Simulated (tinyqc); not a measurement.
Worked calculation (part 1 of 2): UHF in the 6-31g basis, for H3, spin multiplicity 2. Computed by tinyqc, a small Python program that keeps every step (integrals from PySCF). Settings: charge = 0, multiplicity = 2, basis = 6-31g, energy threshold = 1e-09, iteration cap = 84, orthogonalisation = symmetric, start = atomic densities, DIIS depth = 0, method = UHF. Command: `OMP_NUM_THREADS=1 python tinyqc.py 29114 29115 out.jsonl` (the two numbers bound the seeds that draw the settings). One thread of a shared host (Intel(R) Xeon(R) Processor @ 2.60GHz), about 0.1 s of CPU time with the checks. Later iterations appear only in the table of the cycle.

## One-electron integrals

Geometry (angstrom):
```
atom         x         y         z
H     0.000000  0.000000  0.000000
H     0.000000  0.000000  0.989000
H     0.000000  0.857000  0.495000
```

Basis 6-31g: exponents (1/bohr^2) and contraction coefficients of normalised primitives:
```
element  l (shell)   exponent  coefficient
H            s (1)  18.731137     0.033495
H            s (1)   2.825394     0.234727
H            s (1)   0.640122     0.813757
H            s (2)   0.161278     1.000000
```

Overlap, kinetic and nuclear-attraction integrals over the contracted functions; the nuclear repulsion is the sum of Za Zb / Rab.

nuclear repulsion = 1.60471949 hartree

overlap S, order 1H 1s, 1H 2s, 2H 1s, 2H 2s, 3H 1s, 3H 2s:
```
[[1.000000, 0.658292, 0.260445, 0.415966, 0.259997, 0.415702],
 [0.658292, 1.000000, 0.415966, 0.754525, 0.415702, 0.754231],
 [0.260445, 0.415966, 1.000000, 0.658292, 0.260324, 0.415895],
 [0.415966, 0.754525, 0.658292, 1.000000, 0.415895, 0.754446],
 [0.259997, 0.415702, 0.260324, 0.415895, 1.000000, 0.658292],
 [0.415702, 0.754231, 0.415895, 0.754446, 0.658292, 1.000000]]
```

kinetic energy T (hartree), order 1H 1s, 1H 2s, 2H 1s, 2H 2s, 3H 1s, 3H 2s:
```
[[1.395678, 0.259735, 0.033723, 0.113607, 0.033369, 0.113466],
 [0.259735, 0.241917, 0.113607, 0.148257, 0.113466, 0.148152],
 [0.033723, 0.113607, 1.395678, 0.259735, 0.033627, 0.113569],
 [0.113607, 0.148257, 0.259735, 0.241917, 0.113569, 0.148229],
 [0.033369, 0.113466, 0.033627, 0.113569, 1.395678, 0.259735],
 [0.113466, 0.148152, 0.113569, 0.148229, 0.259735, 0.241917]]
```

nuclear attraction V (hartree), order 1H 1s, 1H 2s, 2H 1s, 2H 2s, 3H 1s, 3H 2s:
```
[[-2.721021, -1.435311, -0.672372, -0.944967, -0.671102, -0.944364],
 [-1.435311, -1.568123, -0.945041, -1.259288, -0.944336, -1.258808],
 [-0.672372, -0.945041, -2.721286, -1.435468, -0.672030, -0.944879],
 [-0.944967, -1.259288, -1.435468, -1.568253, -0.944777, -1.259159],
 [-0.671102, -0.944336, -0.672030, -0.944777, -2.720923, -1.435253],
 [-0.944364, -1.258808, -0.944879, -1.259159, -1.435253, -1.568076]]
```

core Hamiltonian H = T + V (hartree), order 1H 1s, 1H 2s, 2H 1s, 2H 2s, 3H 1s, 3H 2s:
```
[[-1.325343, -1.175576, -0.638649, -0.831360, -0.637732, -0.830898],
 [-1.175576, -1.326207, -0.831434, -1.111031, -0.830871, -1.110656],
 [-0.638649, -0.831434, -1.325607, -1.175733, -0.638403, -0.831310],
 [-0.831360, -1.111031, -1.175733, -1.326336, -0.831208, -1.110930],
 [-0.637732, -0.830871, -0.638403, -0.831208, -1.325245, -1.175518],
 [-0.830898, -1.110656, -0.831310, -1.110930, -1.175518, -1.326159]]
```

## Two-electron integrals

Functions are numbered as in S; the eight-fold symmetry (ij|kl) = (ji|kl) = (kl|ij) leaves the list below.

Two-electron integrals (ij|kl) in chemists' order, unique and non-zero (hartree):
```
(11|11) 1.076566   (21|11) 0.578470   (21|21) 0.329423   (22|11) 0.587396
(22|21) 0.361304   (22|22) 0.453150   (31|11) 0.212129   (31|21) 0.123517
(31|22) 0.139552   (31|31) 0.063285   (32|11) 0.243759   (32|21) 0.151602
(32|22) 0.192067   (32|31) 0.084314   (32|32) 0.130431   (33|11) 0.524669
(33|21) 0.335463   (33|22) 0.444446   (33|31) 0.212129   (33|32) 0.356016
(33|33) 1.076566   (41|11) 0.356016   (41|21) 0.203977   (41|22) 0.225880
(41|31) 0.084314   (41|32) 0.106458   (41|33) 0.243759   (41|41) 0.130431
(42|11) 0.410489   (42|21) 0.254874   (42|22) 0.326519   (42|31) 0.113216
(42|32) 0.167245   (42|33) 0.410489   (42|41) 0.167245   (42|42) 0.257982
(43|11) 0.335463   (43|21) 0.213013   (43|22) 0.282082   (43|31) 0.123517
(43|32) 0.203977   (43|33) 0.578470   (43|41) 0.151602   (43|42) 0.254874
(43|43) 0.329423   (44|11) 0.444446   (44|21) 0.282082   (44|22) 0.380704
(44|31) 0.139552   (44|32) 0.225880   (44|33) 0.587396   (44|41) 0.192067
(44|42) 0.326519   (44|43) 0.361304   (44|44) 0.453150   (51|11) 0.211706
(51|21) 0.123279   (51|22) 0.139297   (51|31) 0.052409   (51|32) 0.066917
(51|33) 0.151620   (51|41) 0.080010   (51|42) 0.104981   (51|43) 0.095201
(51|44) 0.121517   (51|51) 0.063063   (52|11) 0.243501   (52|21) 0.151451
(52|22) 0.191904   (52|31) 0.066972   (52|32) 0.095473   (52|33) 0.224638
(52|41) 0.099959   (52|42) 0.150438   (52|43) 0.141472   (52|44) 0.183963
(52|51) 0.084106   (52|52) 0.130264   (53|11) 0.151753   (53|21) 0.095291
(53|22) 0.121647   (53|31) 0.052467   (53|32) 0.080115   (53|33) 0.212015
(53|41) 0.066983   (53|42) 0.105106   (53|43) 0.123453   (53|44) 0.139483
(53|51) 0.052387   (53|52) 0.080073   (53|53) 0.063225   (54|11) 0.224650
(54|21) 0.141488   (54|22) 0.184008   (54|31) 0.066998   (54|32) 0.100021
(54|33) 0.243690   (54|41) 0.095493   (54|42) 0.150503   (54|43) 0.151561
(54|44) 0.192023   (54|51) 0.079999   (54|52) 0.128255   (54|53) 0.084258
(54|54) 0.130386   (55|11) 0.524347   (55|21) 0.335283   (55|22) 0.444297
(55|31) 0.151802   (55|32) 0.224737   (55|33) 0.524582   (55|41) 0.224677
(55|42) 0.357078   (55|43) 0.335414   (55|44) 0.444406   (55|51) 0.211706
(55|52) 0.355777   (55|53) 0.212015   (55|54) 0.355952   (55|55) 1.076566
(61|11) 0.355777   (61|21) 0.203842   (61|22) 0.225734   (61|31) 0.080112
(61|32) 0.099994   (61|33) 0.224660   (61|41) 0.128276   (61|42) 0.163153
(61|43) 0.141484   (61|44) 0.183973   (61|51) 0.084106   (61|52) 0.106297
(61|53) 0.066947   (61|54) 0.099946   (61|55) 0.243501   (61|61) 0.130264
(62|11) 0.410287   (62|21) 0.254752   (62|22) 0.326371   (62|31) 0.105122
(62|32) 0.150497   (62|33) 0.357035   (62|41) 0.163180   (62|42) 0.246266
(62|43) 0.225167   (62|44) 0.299189   (62|51) 0.112976   (62|52) 0.167067
(62|53) 0.105075   (62|54) 0.163154   (62|55) 0.410287   (62|61) 0.167067
(62|62) 0.257781   (63|11) 0.224733   (63|21) 0.141533   (63|22) 0.184044
(63|31) 0.080143   (63|32) 0.128334   (63|33) 0.355952   (63|41) 0.100030
(63|42) 0.163222   (63|43) 0.203941   (63|44) 0.225841   (63|51) 0.066907
(63|52) 0.099972   (63|53) 0.084258   (63|54) 0.106414   (63|55) 0.243690
(63|61) 0.095466   (63|62) 0.150473   (63|63) 0.130386   (64|11) 0.357067
(64|21) 0.225191   (64|22) 0.299236   (64|31) 0.105144   (64|32) 0.163230
(64|33) 0.410435   (64|41) 0.150518   (64|42) 0.246325   (64|43) 0.254842
(64|44) 0.326479   (64|51) 0.104973   (64|52) 0.163135   (64|53) 0.113152
(64|54) 0.167197   (64|55) 0.410435   (64|61) 0.150430   (64|62) 0.246245
(64|63) 0.167197   (64|64) 0.257928   (65|11) 0.335283   (65|21) 0.212913
(65|22) 0.281996   (65|31) 0.095324   (65|32) 0.141539   (65|33) 0.335414
(65|41) 0.141506   (65|42) 0.225200   (65|43) 0.212986   (65|44) 0.282059
(65|51) 0.123279   (65|52) 0.203842   (65|53) 0.123453   (65|54) 0.203941
(65|55) 0.578470   (65|61) 0.151451   (65|62) 0.254752   (65|63) 0.151561
(65|64) 0.254842   (65|65) 0.329423   (66|11) 0.444297   (66|21) 0.281996
(66|22) 0.380619   (66|31) 0.121695   (66|32) 0.184061   (66|33) 0.444406
(66|41) 0.184034   (66|42) 0.299253   (66|43) 0.282059   (66|44) 0.380681
(66|51) 0.139297   (66|52) 0.225734   (66|53) 0.139483   (66|54) 0.225841
(66|55) 0.587396   (66|61) 0.191904   (66|62) 0.326371   (66|63) 0.192023
(66|64) 0.326479   (66|65) 0.361304   (66|66) 0.453150
```

## Orthogonalisation

S = U s U^T; symmetric (Loewdin) form X = U s^(-1/2) U^T, so that X^T S X = 1.

eigenvalues of S: [0.146442, 0.146598, 0.444853, 0.838459, 0.839188, 3.584460]

X, order 1H 1s, 1H 2s, 2H 1s, 2H 2s, 3H 1s, 3H 2s:
```
[[1.261845, -0.508625, -0.047747, 0.023880, -0.047464, 0.023854],
 [-0.508625, 1.883419, 0.023912, -0.511694, 0.023842, -0.510799],
 [-0.047747, 0.023912, 1.261870, -0.508642, -0.047671, 0.023905],
 [0.023880, -0.511694, -0.508642, 1.883961, 0.023861, -0.511453],
 [-0.047464, 0.023842, -0.047671, 0.023861, 1.261835, -0.508620],
 [0.023854, -0.510799, 0.023905, -0.511453, -0.508620, 1.883220]]
```

## Starting guess

The start is atomic minimal-basis densities projected into this basis (PySCF's MINAO start) and scaled to the electron count of each spin; this density is not idempotent, so its energy is not variational and may lie below the converged one.

D(alpha) at the start, order 1H 1s, 1H 2s, 2H 1s, 2H 2s, 3H 1s, 3H 2s:
```
[[0.181417, 0.196765, -0.005017, 0.001133, -0.005021, 0.001136],
 [0.196765, 0.213904, 0.001136, 0.008622, 0.001135, 0.008629],
 [-0.005017, 0.001136, 0.181419, 0.196764, -0.005018, 0.001137],
 [0.001133, 0.008622, 0.196764, 0.213899, 0.001132, 0.008624],
 [-0.005021, 0.001135, -0.005018, 0.001132, 0.181417, 0.196766],
 [0.001136, 0.008629, 0.001137, 0.008624, 0.196766, 0.213906]]
```

D(beta) at the start, order 1H 1s, 1H 2s, 2H 1s, 2H 2s, 3H 1s, 3H 2s:
```
[[0.090709, 0.098383, -0.002509, 0.000566, -0.002510, 0.000568],
 [0.098383, 0.106952, 0.000568, 0.004311, 0.000567, 0.004314],
 [-0.002509, 0.000568, 0.090709, 0.098382, -0.002509, 0.000569],
 [0.000566, 0.004311, 0.098382, 0.106949, 0.000566, 0.004312],
 [-0.002510, 0.000567, -0.002509, 0.000566, 0.090708, 0.098383],
 [0.000568, 0.004314, 0.000569, 0.004312, 0.098383, 0.106953]]
```

## Iteration 1: building the Fock matrix

J_ij = sum D_kl (ij|kl) with D = D(alpha) + D(beta), K_ij = sum D_kl (ik|jl) for each spin; F = H + J - K(s); E = tr D H + tr D J / 2 - 0.5 sum_s tr D(s) K(s) + E_nn.

Coulomb J (hartree), order 1H 1s, 1H 2s, 2H 1s, 2H 2s, 3H 1s, 3H 2s:
```
[[1.816880, 1.099983, 0.494865, 0.722141, 0.493998, 0.721694],
 [1.099983, 1.360318, 0.722186, 1.077791, 0.721677, 1.077383],
 [0.494865, 0.722186, 1.817059, 1.100083, 0.494631, 0.722065],
 [0.722141, 1.077791, 1.100083, 1.360405, 0.722004, 1.077681],
 [0.493998, 0.721677, 0.494631, 0.722004, 1.816814, 1.099946],
 [0.721694, 1.077383, 0.722065, 1.077681, 1.099946, 1.360285]]
```

exchange K(alpha) (hartree), order 1H 1s, 1H 2s, 2H 1s, 2H 2s, 3H 1s, 3H 2s:
```
[[0.645387, 0.560330, 0.346555, 0.455842, 0.346184, 0.455642],
 [0.560330, 0.602278, 0.455891, 0.556582, 0.455624, 0.556426],
 [0.346555, 0.455891, 0.645504, 0.560444, 0.346455, 0.455838],
 [0.455842, 0.556582, 0.560444, 0.602384, 0.455770, 0.556540],
 [0.346184, 0.455624, 0.346455, 0.455770, 0.645344, 0.560287],
 [0.455642, 0.556426, 0.455838, 0.556540, 0.560287, 0.602239]]
```

exchange K(beta) (hartree), order 1H 1s, 1H 2s, 2H 1s, 2H 2s, 3H 1s, 3H 2s:
```
[[0.322694, 0.280165, 0.173278, 0.227921, 0.173092, 0.227821],
 [0.280165, 0.301139, 0.227946, 0.278291, 0.227812, 0.278213],
 [0.173278, 0.227946, 0.322752, 0.280222, 0.173228, 0.227919],
 [0.227921, 0.278291, 0.280222, 0.301192, 0.227885, 0.278270],
 [0.173092, 0.227812, 0.173228, 0.227885, 0.322672, 0.280144],
 [0.227821, 0.278213, 0.227919, 0.278270, 0.280144, 0.301120]]
```

F(alpha) (hartree), order 1H 1s, 1H 2s, 2H 1s, 2H 2s, 3H 1s, 3H 2s:
```
[[-0.153850, -0.635923, -0.490340, -0.565061, -0.489918, -0.564846],
 [-0.635923, -0.568168, -0.565140, -0.589823, -0.564817, -0.589699],
 [-0.490340, -0.565140, -0.154053, -0.636095, -0.490226, -0.565082],
 [-0.565061, -0.589823, -0.636095, -0.568315, -0.564974, -0.589789],
 [-0.489918, -0.564817, -0.490226, -0.564974, -0.153775, -0.635860],
 [-0.564846, -0.589699, -0.565082, -0.589789, -0.635860, -0.568113]]
```

F(beta) (hartree), order 1H 1s, 1H 2s, 2H 1s, 2H 2s, 3H 1s, 3H 2s:
```
[[0.168844, -0.355758, -0.317062, -0.337140, -0.316826, -0.337025],
 [-0.355758, -0.267028, -0.337194, -0.311532, -0.337005, -0.311486],
 [-0.317062, -0.337194, 0.168699, -0.355873, -0.316999, -0.337163],
 [-0.337140, -0.311532, -0.355873, -0.267123, -0.337089, -0.311519],
 [-0.316826, -0.337005, -0.316999, -0.337089, 0.168897, -0.355716],
 [-0.337025, -0.311486, -0.337163, -0.311519, -0.355716, -0.266994]]
```

total energy of this density = -1.39170015 hartree

This density is the starting one; it is not idempotent, so its energy is not variational and may lie below the converged one.

## Iteration 1: diagonalisation and new density

Diagonalise F' = X^T F X, C = X C', fill 2 alpha and 1 beta electrons from the bottom; D(s) = C_occ C_occ^T. Each column has its largest component positive (the first on a tie).

F' = X^T F X (alpha) (hartree):
```
[[0.449176, -0.618256, -0.232791, -0.113580, -0.232190, -0.113559],
 [-0.618256, 0.221750, -0.113578, -0.178372, -0.113560, -0.178288],
 [-0.232791, -0.113578, 0.449146, -0.618257, -0.232629, -0.113572],
 [-0.113580, -0.178372, -0.618257, 0.221766, -0.113575, -0.178349],
 [-0.232190, -0.113560, -0.232629, -0.113575, 0.449186, -0.618255],
 [-0.113559, -0.178288, -0.113572, -0.178349, -0.618255, 0.221744]]
```

orbital energies (alpha) (hartree): [-0.922901, 0.016764, 0.017112, 0.772077, 1.064628, 1.065088]

coefficients C (alpha), order 1H 1s, 1H 2s, 2H 1s, 2H 2s, 3H 1s, 3H 2s:
```
[[0.264568, -0.238136, -0.182836, 0.674000, 0.883458, 0.679497],
 [0.182157, -1.025934, -0.789197, -0.533288, -1.211907, -0.931766],
 [0.264671, -0.039383, 0.297546, 0.674588, 0.145958, -1.104636],
 [0.182199, -0.169613, 1.283895, -0.534506, -0.200307, 1.515390],
 [0.264530, 0.277503, -0.114670, 0.673784, -1.029910, 0.426325],
 [0.182141, 1.195685, -0.495030, -0.532839, 1.412583, -0.584510]]
```

F' = X^T F X (beta) (hartree):
```
[[0.676262, -0.522873, -0.195598, -0.063556, -0.195068, -0.063570],
 [-0.522873, 0.313220, -0.063550, -0.127206, -0.063572, -0.127145],
 [-0.195598, -0.063550, 0.676250, -0.522873, -0.195456, -0.063554],
 [-0.063556, -0.127206, -0.522873, 0.313240, -0.063562, -0.127190],
 [-0.195068, -0.063572, -0.195456, -0.063562, 0.676267, -0.522873],
 [-0.063570, -0.127145, -0.063554, -0.127190, -0.522873, 0.313212]]
```

orbital energies (beta) (hartree): [-0.487612, 0.148505, 0.148728, 0.831987, 1.163177, 1.163667]

coefficients C (beta), order 1H 1s, 1H 2s, 2H 1s, 2H 2s, 3H 1s, 3H 2s:
```
[[0.229745, -0.163677, -0.125635, 0.686661, 0.900238, 0.692340],
 [0.209206, -1.123369, -0.864027, -0.523309, -1.122209, -0.862775],
 [0.229835, -0.027072, 0.204483, 0.687201, 0.148745, -1.125605],
 [0.209251, -0.185721, 1.405676, -0.524355, -0.185490, 1.403218],
 [0.229712, 0.190726, -0.078793, 0.686461, -1.049442, 0.434366],
 [0.209190, 1.309223, -0.541968, -0.522923, 1.308024, -0.541222]]
```

D(alpha) after iteration 1, order 1H 1s, 1H 2s, 2H 1s, 2H 2s, 3H 1s, 3H 2s:
```
[[0.126705, 0.292505, 0.079402, 0.088595, 0.003903, -0.236547],
 [0.292505, 1.085722, 0.088616, 0.207200, -0.236514, -1.193515],
 [0.079402, 0.088616, 0.071602, 0.054903, 0.059084, 0.001117],
 [0.088595, 0.207200, 0.054903, 0.061965, 0.001129, -0.169617],
 [0.003903, -0.236514, 0.059084, 0.001129, 0.146984, 0.379987],
 [-0.236547, -1.193515, 0.001117, -0.169617, 0.379987, 1.462837]]
```

D(beta) after iteration 1, order 1H 1s, 1H 2s, 2H 1s, 2H 2s, 3H 1s, 3H 2s:
```
[[0.052783, 0.048064, 0.052804, 0.048075, 0.052775, 0.048060],
 [0.048064, 0.043767, 0.048083, 0.043777, 0.048057, 0.043764],
 [0.052804, 0.048083, 0.052824, 0.048093, 0.052796, 0.048079],
 [0.048075, 0.043777, 0.048093, 0.043786, 0.048068, 0.043773],
 [0.052775, 0.048057, 0.052796, 0.048068, 0.052768, 0.048053],
 [0.048060, 0.043764, 0.048079, 0.043773, 0.048053, 0.043760]]
```

## Iteration 2: building the Fock matrix

As before.

Coulomb J (hartree), order 1H 1s, 1H 2s, 2H 1s, 2H 2s, 3H 1s, 3H 2s:
```
[[1.762276, 1.070382, 0.469882, 0.698269, 0.478745, 0.699652],
 [1.070382, 1.331665, 0.675671, 1.039822, 0.707981, 1.053635],
 [0.469882, 0.675671, 1.657427, 1.018861, 0.472277, 0.676050],
 [0.698269, 1.039822, 1.018861, 1.293418, 0.706977, 1.043551],
 [0.478745, 0.707981, 0.472277, 0.706977, 1.800931, 1.089383],
 [0.699652, 1.053635, 0.676050, 1.043551, 1.089383, 1.345782]]
```

exchange K(alpha) (hartree), order 1H 1s, 1H 2s, 2H 1s, 2H 2s, 3H 1s, 3H 2s:
```
[[0.572764, 0.478242, 0.302807, 0.372212, 0.209768, 0.312550],
 [0.478242, 0.489825, 0.345051, 0.424049, 0.322566, 0.398747],
 [0.302807, 0.345051, 0.402434, 0.375108, 0.277770, 0.329002],
 [0.372212, 0.424049, 0.375108, 0.426447, 0.366178, 0.417257],
 [0.209768, 0.322566, 0.277770, 0.366178, 0.635479, 0.516244],
 [0.312550, 0.398747, 0.329002, 0.417257, 0.516244, 0.513205]]
```

exchange K(beta) (hartree), order 1H 1s, 1H 2s, 2H 1s, 2H 2s, 3H 1s, 3H 2s:
```
[[0.365888, 0.343958, 0.257351, 0.307966, 0.257128, 0.307859],
 [0.343958, 0.376069, 0.308034, 0.360348, 0.307834, 0.360247],
 [0.257351, 0.308034, 0.366113, 0.344124, 0.257291, 0.308005],
 [0.307966, 0.360348, 0.344124, 0.376184, 0.307912, 0.360321],
 [0.257128, 0.307834, 0.257291, 0.307912, 0.365805, 0.343897],
 [0.307859, 0.360247, 0.308005, 0.360321, 0.343897, 0.376027]]
```

F(alpha) (hartree), order 1H 1s, 1H 2s, 2H 1s, 2H 2s, 3H 1s, 3H 2s:
```
[[-0.135830, -0.583437, -0.471574, -0.505303, -0.368756, -0.443797],
 [-0.583437, -0.484367, -0.500814, -0.495258, -0.445456, -0.455767],
 [-0.471574, -0.500814, -0.070614, -0.531980, -0.443896, -0.484261],
 [-0.505303, -0.495258, -0.531980, -0.459365, -0.490410, -0.484636],
 [-0.368756, -0.445456, -0.443896, -0.490410, -0.159794, -0.602380],
 [-0.443797, -0.455767, -0.484261, -0.484636, -0.602380, -0.493582]]
```

F(beta) (hartree), order 1H 1s, 1H 2s, 2H 1s, 2H 2s, 3H 1s, 3H 2s:
```
[[0.071045, -0.449153, -0.426118, -0.441057, -0.416116, -0.439105],
 [-0.449153, -0.370611, -0.463797, -0.431557, -0.430724, -0.417267],
 [-0.426118, -0.463797, -0.034294, -0.500995, -0.423417, -0.463265],
 [-0.441057, -0.431557, -0.500995, -0.409102, -0.432143, -0.427700],
 [-0.416116, -0.430724, -0.423417, -0.432143, 0.109881, -0.430033],
 [-0.439105, -0.417267, -0.463265, -0.427700, -0.430033, -0.356404]]
```

total energy of this density = -1.47139411 hartree
